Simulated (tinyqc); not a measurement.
Propagation of a band-gap error through k.p and effective-mass formulas, step by step. Values are carried at full precision from step to step, so a last printed digit may differ when a step is redone from the rounded ones.

Chain, for a gap E (the reference Eg or another value), with Ep and Dso kept: 1/me = 1 + Ep (E + 2 Dso/3)/(E (E + Dso)); g* = 2 - 2 Ep Dso/(3 E (E + Dso)); g1(E) = g1 + (Ep/3)(1/E - 1/Eg), g2(E) = g2 + (Ep/6)(1/E - 1/Eg), light hole 1/(g1 + 2 g2), heavy hole 1/(g1 - 2 g2) along [100]; optical constant ei(E) = 1 + (ei - 1)(EP/(EP + E - Eg))^2, static e0(E) = ei(E) + e0 - ei.

Constants: Ry = 13.60569312 eV; a0 (Bohr radius) = 0.5291772105 angstrom; kB = 8.617333262e-05 eV/K; hbar^2/2m0 = 3.80998211 eV angstrom^2.

Parameters, chosen for this exercise (reference values near those of CdTe, gap at low temperature; shifted at random, so the results belong to these values and not to a real crystal): Eg = 1.611 eV (gap at Gamma to the s-like level); Dso = 0.909 eV (spin-orbit splitting); Ep = 18.8 eV (Kane energy); g1 = 5.29 (Luttinger gamma1); g2 = 1.7 (gamma2); e0 = 10.25 (static dielectric constant); ei = 7.25 (optical dielectric constant); EP = 5.58 eV (mean (Penn) gap); Eg2 = 0.677 eV (a wrong gap, of the size a semi-local functional can give); mh = 0.59 m0 (density-of-states mass of the holes); T = 300 K (temperature); k = 0.026 1/angstrom (wave vector).

## Masses, g factor and screening for both gaps

Evaluate the chain at Eg and at Eg2.

Band values at the two gaps:
```
quantity      at Eg   at Eg2  ratio
me          0.08876  0.04262  0.480
g*          -0.8063   -8.611      -
g1            5.290    10.66  2.014
g2            1.700    4.383  2.578
light hole   0.1151  0.05148  0.447
heavy hole   0.5291   0.5291  1.000
ei            7.250    10.02  1.381
e0            10.25    13.02  1.270
```

The gap is off by a factor of 0.42; the electron mass follows with 0.48 and the light hole with 0.45, while the heavy hole, which does not couple to the conduction level, keeps its value. The optical constant changes less, by +38 %, as it answers to the mean gap, which shifts by the same -0.93 eV on a base of 5.58 eV. g* moves by -7.80; remote bands, left out here, shift it by tenths or, where it is large, by some per cent.

## Binding energies and densities for both gaps

Donor: R = Ry me/e0^2, a_B = a0 e0/me, Mott density (0.26/a_B)^3. Nc, Nv = 2 (m kT/(4 pi c))^(3/2), c = hbar^2/2m0, ni = sqrt(Nc Nv) exp(-E/2kT). Exciton: Ry mu/e0^2 with 1/mu = 1/me + g1(E). 1 angstrom^-3 = 1e24 cm^-3.

Use the values of the table.

Results:
```
quantity                  at Eg     at Eg2     ratio
R (meV)                   11.49      3.423     0.298
a_B (angstrom)            61.11      161.6      2.64
Mott density (cm^-3)  7.701e+16  4.164e+15    0.0541
Nc (cm^-3)            6.636e+17  2.208e+17     0.333
ni (cm^-3)            8.073e+04  3.261e+12  4.04e+07
exciton (meV)             7.822      2.354     0.301
```

Power laws carry the error on: the donor energy (me/e0^2) by a factor of 0.298, the Mott density (cube of me/e0) by 0.0541. ni, with its exponential, changes by a factor of 4.04e+07, that is 7.6 decades.

## A scissor shift and what it does not mend

A rigid shift D = Eg - Eg2 of the conduction band restores the gap but leaves the curvature, so the mass stays me(Eg2); redoing the sum 1/m = 1 + Ep (E + 2 Dso/3)/(E (E + Dso)) with E = Eg and the same Ep gives another mass. For optics, eps2 at the edge goes as |p|^2/E^2: a rigid shift keeps the dipole elements p/E, while shifting the energies under unchanged p scales eps2 by (Eg2/Eg)^2.

shift D = 0.934 eV
mass under a rigid shift = 0.0426 m0
mass from the sum with the corrected gap = 0.0888 m0
factor on eps2 if p is left unscaled = 0.177

The rigid shift leaves the mass off by a factor of 0.48. The mass from the corrected gap is the reference me(Eg) here, because the exercise keeps Ep fixed; a real correction of the gap depends on k and changes Ep as well.

## Far from the edge the relative error shrinks

Two-level dispersion E(k) = sqrt(E^2/4 + Ep c k^2) - E/2 at k/4, k, 4k for both gaps, c = hbar^2/2m0.

Energies above the edge:
```
k (1/angstrom)  at Eg (eV)  at Eg2 (eV)  ratio
0.00650             0.0019       0.0044  2.367
0.02600             0.0295       0.0652  2.210
0.10400             0.3876       0.6045  1.560
```

The ratio tends to Eg/Eg2 = 2.38 at k = 0 and goes from 2.367 to 1.560: at large k both curves approach the same slope sqrt(Ep c), while their distance in eV grows towards |Eg - Eg2|/2.

## Checks

- Chain at E = Eg against the inputs g1, g2, ei, e0: they agree to 1e-10 or better.

Run: tinyqc, `OMP_NUM_THREADS=1 python tinyqc.py 1880892 1880893 out.jsonl`; Intel(R) Xeon(R) Processor @ 2.30GHz, one thread, shared host; about 0.01 s of CPU time with all checks.
